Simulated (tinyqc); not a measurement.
# Ellipsometry and reflectance of a transparent film on an absorbing substrate: effects of single changes

Air (index 1), film, substrate with N2 = n2 - i k2; time factor exp(+i w t). q_j = sqrt(N_j^2 - sin^2 th), root with positive real part. Fresnel coefficients r_s = (q_a - q_b)/(q_a + q_b), r_p = (N_b^2 q_a - N_a^2 q_b)/(N_b^2 q_a + N_a^2 q_b). tan(Psi) exp(i Delta) = R_p/R_s, Delta taken from 0 to 360 degrees.

Inputs (values chosen for the exercise); indices close to those of aluminium oxide on silicon:
- lam = 632.8 nm (wavelength)
- th = 65 degrees (angle of incidence)
- n1 = 1.667 (index of the transparent film)
- d = 1.9 nm (film thickness)
- n2 = 3.882 (index of the substrate)
- k2 = 0.019 (extinction coefficient of the substrate)

Each table varies one quantity; the others keep the values above.

## Psi and Delta against the film thickness

beta = 2 pi d q1/lam, X = exp(-2 i beta), R = (r01 + r12 X)/(1 + r01 r12 X) for p and s. The last column is the derivative of Delta.

Psi and Delta against the film thickness:
```
d (nm)  Psi (degrees)  Delta (degrees)  |R_p|^2  |R_s|^2  dDelta/dd (degrees/nm)
0               17.76            179.6  0.06541   0.6378                  -1.780
26              19.96            136.3  0.07993   0.6063                  -1.470
51              25.29            105.5   0.1125   0.5040                 -0.9973
77              35.41            84.78   0.1473   0.2914                 -0.6407
102             61.78            62.26   0.1667  0.04800                  -2.108
128             55.23            290.8   0.1648  0.07943                  -1.266
153             33.16            272.3   0.1422   0.3331                 -0.6771
179             24.18            250.0   0.1063   0.5273                  -1.073
204             19.33            217.2  0.07575   0.6158                  -1.549
230             17.81            172.7  0.06578   0.6371                  -1.770
```

What does the comparison show?

Psi goes from 17.8 through a maximum of 61.8 (at d = 102 nm among the rows listed) to 17.8 degrees. The period is 226.1 nm, after which Psi and Delta return to the values of the bare substrate, so one angle and wavelength fix d only up to a multiple of it. The size of the slope of Delta runs from 0.641 to 2.11 degrees/nm among the rows; Delta is counted modulo 360 degrees, and sharper features can lie between the rows.

## Effect of the index of the transparent film

Same model as above.

dDelta/dd is the derivative of Delta; period lam/(2 q1).

Effect of the index of the transparent film:
```
n1    Psi (degrees)  Delta (degrees)  |R_p|^2  |R_s|^2  dDelta/dd (degrees/nm)  period (nm)
1.25          17.77            177.5  0.06548   0.6377                  -1.099        367.5
1.45          17.77            176.7  0.06551   0.6377                  -1.536        279.5
1.65          17.77            176.2  0.06551   0.6376                  -1.765        229.5
1.85          17.77            176.0  0.06548   0.6376                  -1.863        196.2
2.05          17.76            176.0  0.06544   0.6375                  -1.873        172.1
2.25          17.76            176.1  0.06538   0.6375                  -1.817        153.6
2.45          17.75            176.3  0.06532   0.6374                  -1.711        139.0
2.65          17.74            176.6  0.06526   0.6374                  -1.563        127.1
```

Read the table: what changes, and by how much?

Psi stays near 17.8 degrees and |R_p|^2 stays near 0.0654. The slope of Delta is largest in size, 1.87 degrees/nm, at n1 = 2.05 among the rows.

Program tinyqc, `OMP_NUM_THREADS=1 python tinyqc.py 2870178 2870179 out.jsonl`; Intel Xeon 2.30GHz, shared host, one thread, about 0.01 s.
